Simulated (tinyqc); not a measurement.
Inside a calculation: free and nearly free electrons in a metal. Values are carried at full precision from step to step, so a last printed digit may differ when a step is redone from the rounded ones.

The cubic cell holds 4 atoms: n = 4 z/a^3, kF = (3 pi^2 n)^(1/3), EF = c kF^2/m, vF = 2 c kF/(m hbar), c = hbar^2/2m0; rs = (3/(4 pi n))^(1/3)/a0; D(EF) = 3 n/(2 EF).

Constants: hbar^2/2m0 = 3.80998211 eV angstrom^2; hbar = 6.58211957e-16 eV s; a0 (Bohr radius) = 0.5291772105 angstrom; kB = 8.617333262e-05 eV/K.

Values chosen for the exercise (near those of Al; shifted at random, so the results belong to these values and not to a real crystal):
- a = 4.074 angstrom (fcc lattice constant)
- z = 3 (free electrons an atom)
- m = 1 m0 (mass)
- rho = 2.82 micro-ohm cm (bulk resistivity)
- T = 290 K
- V = 0.63 eV (|V_G| for G = (111))
- x = 0.81 (k along G as a share of |G|/2)

## The Fermi sphere

Evaluate the free-electron quantities.

n = 0.17747 1/angstrom^3
kF = 1.7385 1/angstrom
EF = 11.515 eV
vF = 2.013e+06 m/s
rs = 2.086
D(EF) per atom = 0.3908 1/eV

## Relaxation time and mean free path

Drude: 1/rho = n e^2 tau/(m m0) with e = 1.602176634e-19 C and m0 = 9.1093837e-31 kg; mean free path l = vF tau; rho l = hbar kF/(n e^2) = 12 pi^3 hbar/(e^2 S) with S = 4 pi kF^2 does not depend on tau or m.

Use SI units: n in 1/m^3 (1e30 per 1/angstrom^3), rho in ohm m (1e-8 per micro-ohm cm).

tau = 7.09 fs
l = 14.27 nm
rho l = 4.025 1e-16 ohm m^2

Wires lose conductivity to surfaces and grain boundaries, with an excess that scales as rho l over the width and is of the order of rho itself at a width of l = 14 nm.

## Thermal quantities

gamma = (pi^2/3) kB^2 D(EF) per atom, times 96485.33 x 1e3 for mJ/(mol K^2); mu(T) = EF (1 - (pi kB T/EF)^2/12); Wiedemann-Franz kappa = L0 T/rho with L0 = (pi^2/3) (kB/e)^2, kB/e in V/K.

gamma = 0.921 mJ/(mol K^2)
mu - EF = -0.0446 meV
kappa = 251 W/(m K)

## The sphere against the zone faces

Take G = (hkl) 2 pi/a for (111), (200) and (220), with the number of equivalent faces. The Bragg plane of G lies at |G|/2 with |G| = (2 pi/a) sqrt(h^2 + k^2 + l^2). Where kF exceeds it, the sphere cuts the plane in a circle of radius sqrt(kF^2 - G^2/4).

Distance and circle for each G:

| G | faces | \|G\|/2 (1/angstrom) | kF/(\|G\|/2) | circle radius |
|---|---|---|---|---|
| (111) | 8 | 1.3356 | 1.3016 | 1.1129 |
| (200) | 6 | 1.5423 | 1.1273 | 0.8024 |
| (220) | 12 | 2.1811 | 0.7971 | - |

The sphere crosses the (111) and (200) faces, so electrons spill into higher zones.

## Two plane waves near the face

Two plane waves k and k - G, G = (111) (2 pi/a): H = [[c k^2/m, V], [V, c (k - G)^2/m]] with c = hbar^2/2m0.

Build H for k along G, diagonalise, and give the weight of the first wave in the lower state and its velocity along G relative to a free electron, (w k + (1 - w)(k - G))/k.

H (eV):
```
        1       2
1  4.4594  0.6300
2  0.6300  9.6249
```

levels (eV): 4.3836  9.7006

w = 0.9858
v/v_free = 0.9648

The splitting is 5.317 eV here and 2V = 1.26 eV on the face, where the normal velocity vanishes. There the lower band lies at 6.167 eV and the upper at 7.427 eV, both below the free EF of 11.515 eV: the face centre is filled in both bands and band 2 holds electrons here, while band 1 may keep holes at the zone corners.

## Checks

- Lower level against the closed form of the 2 x 2 problem (eV): both 4.3836.
- The product rho l against hbar kF/(n e^2) (1e-16 ohm m^2): both 4.025.

Program tinyqc; command `OMP_NUM_THREADS=1 python tinyqc.py 1680295 1680296 out.jsonl`; about 0.01 s on one thread of a shared Intel(R) Xeon(R) Processor @ 2.30GHz.
